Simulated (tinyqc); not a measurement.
Worked calculation: Raman shift of the zone-centre optical phonon of a diamond-structure crystal under stress. Computed by tinyqc, a small Python program that keeps every step. Command: `OMP_NUM_THREADS=1 python tinyqc.py 3027365 3027366 out.jsonl ramanstress walk`. One thread of a shared host (Intel(R) Xeon(R) Processor @ 2.30GHz), about 0.01 s of CPU time with the checks. Intermediate numbers are printed to about 7 digits and carried at full precision; extremes and crossings named in words are read from the listed rows.

Axes x, y, z are the cube axes. Strain shifts the threefold optical mode and can split it; p, q and r are the phonon deformation potentials.

Inputs (values chosen for the exercise, modelled on silicon):

| quantity | value | unit |
|---|---|---|
| unstrained frequency omega_0 | 521.6 | 1/cm |
| p/omega_0^2 | -1.89 | - |
| q/omega_0^2 | -2.31 | - |
| r/omega_0^2 | -0.696 | - |
| C11 | 167 | GPa |
| C12 | 64.09 | GPa |
| C44 | 80.1 | GPa |
| stress sigma (tension positive) | -0.93 | GPa |
| polarisation angle phi | 60 | degree |
| temperature coefficient d omega/dT | -0.023 | 1/(cm K) |
| local temperature T | 450 | K |
| laser wavelength | 532 | nm |

Stress state: hydrostatic. Axis: none.

Constants: h = 6.62607015e-34 J s; c = 299792458 m/s; k_B = 1.380649e-23 J/K.

## Compliances

S11 = (C11 + C12)/D, S12 = -C12/D, D = (C11 - C12)(C11 + 2 C12), S44 = 1/C44.

S11 = 7.607407 1/TPa

S12 = -2.109822 1/TPa

S44 = 12.48439 1/TPa

## Stress and strain tensors

Hydrostatic stress: sigma_ij = sigma delta_ij. eps_xx = S11 sigma_xx + S12 (sigma_yy + sigma_zz), and cyclic; eps_xy = S44 sigma_xy/2 (tensor strain).

stress (GPa):
```
       x      y      z
x  -0.93   0.00   0.00
y   0.00  -0.93   0.00
z   0.00   0.00  -0.93
```

strain (per mille):
```
           x          y          z
x  -3.150620   0.000000   0.000000
y   0.000000  -3.150620   0.000000
z   0.000000   0.000000  -3.150620
```

volume strain = -9.451860 per mille

## Secular matrix and shifts

Secular matrix: M_xx = p eps_xx + q (eps_yy + eps_zz), M_xy = 2 r eps_xy; its eigenvalues are omega^2 - omega_0^2, and the shifts are these over 2 omega_0.

M/(2 omega_0) (1/cm):
```
          x         y         z
x  5.349148  0.000000  0.000000
y  0.000000  5.349148  0.000000
z  0.000000  0.000000  5.349148
```

shifts, in rising order (1/cm): 5.349148  5.349148  5.349148

The three modes stay degenerate. Compression hardens every mode.

## Mean shift and Grueneisen parameter

gamma = -(p + 2q)/(6 omega_0^2); the mean of the three shifts is -gamma omega_0 x (volume strain).

mode Grueneisen parameter gamma = 1.085

mean shift = 5.349148 1/cm

## The line seen from a (001) surface

Backscattering from a (001) surface: incident polarisation (cos phi, sin phi, 0). With Raman tensors (R_z)_xy = (R_z)_yx = 1 and cyclic, only the z component u_z of a mode counts: I = u_z^2 sin^2(2 phi) for parallel and u_z^2 cos^2(2 phi) for crossed polarisers. An unresolved line sits at the intensity-weighted shift, which is M_zz/(2 omega_0).

total intensity, parallel = 0.75

total intensity, crossed = 0.25

shift of the observed line = 5.349148 1/cm

shift per stress = -5.751772 1/(cm GPa)

stress per shift = -173.8595 MPa cm

The z-polarised mode is an eigenmode here, so one line is seen. Caution: this stress has components normal to the (001) face, so it cannot reach a free (001) surface; it can act on buried material.

## The same stress in different states

Uniaxial: sigma n n^T; biaxial: sigma (1 - n n^T); hydrostatic: sigma 1. The line seen from (001) is taken as unresolved, at the intensity-weighted shift M_zz/(2 omega_0).

Shifts (1/cm):

| state | lowest | middle | highest | line seen from (001) |
|---|---|---|---|---|
| uniaxial [100] | 1.123130 | 2.113009 | 2.113009 | 2.113009 |
| uniaxial [110] | 0.564320 | 2.113009 | 2.671819 | 2.113009 |
| uniaxial [001] | 1.123130 | 2.113009 | 2.113009 | 1.123130 |
| uniaxial [111] | 1.080550 | 1.080550 | 3.188048 | 1.783049 |
| biaxial, normal [001] | 3.236139 | 3.236139 | 4.226018 | 4.226018 |
| biaxial, normal [111] | 2.161100 | 4.268598 | 4.268598 | 3.566099 |
| hydrostatic | 5.349148 | 5.349148 | 5.349148 | 5.349148 |

Seen from (001), uniaxial stress along [100] and along [110] give the same shift (2.113), and equal biaxial stress in the plane gives twice as much (4.226), since only sigma_xx + sigma_yy and sigma_zz enter M_zz. Stress along [001] gives 1.123. One measured shift therefore fixes the stress only once its state is assumed: read as uniaxial in the plane, a shift implies twice the stress that it does read as biaxial.

## Heating mistaken for stress

A temperature above 300 K shifts the line by (d omega/dT)(T - 300 K); divided by the shift per stress it poses as a stress; the total shift adds it to the shift of the observed line. The anti-Stokes to Stokes ratio is [(omega_L + omega_0)/(omega_L - omega_0)]^3 exp(-h c omega_0/(k_B T)) in photon counts, omega_L = 1/wavelength, resonance effects left out.

thermal shift = -3.45 1/cm

apparent stress from heating = 0.5998152 GPa

total shift = 1.899148 1/cm

anti-Stokes/Stokes ratio = 0.2228704

Heating poses as tension, 64 % of the true stress in size; the intensity ratio gives T apart from the shift.

Checks made by the program: mean of the eigenvalues against the trace rule (relative difference below 1e-10); weighted mean of the modes against M_zz (relative difference below 1e-10).
